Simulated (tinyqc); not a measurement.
## Site energy and hopping from one surface Green function

Question. A semi-infinite chain with site energy e0 and hopping -t has g_s = 1/(E - e0 - t^2 g_s). Inside the band |g_s| = 1/t and Re g_s = (E - e0)/(2 t^2). Find t and e0.

g_s at E = 0.09 eV = 0.22000000-0.97549987i 1/eV

Answer. t = 1/|g_s|, and e0 = E - 2 t^2 Re g_s.

t = 1.00 eV
e0 = -0.350 eV

Numbers from tinyqc (`OMP_NUM_THREADS=1 python tinyqc.py 2680007 2680008 out.jsonl`; about 0.06 s on one thread of a shared Intel Xeon 2.30GHz).
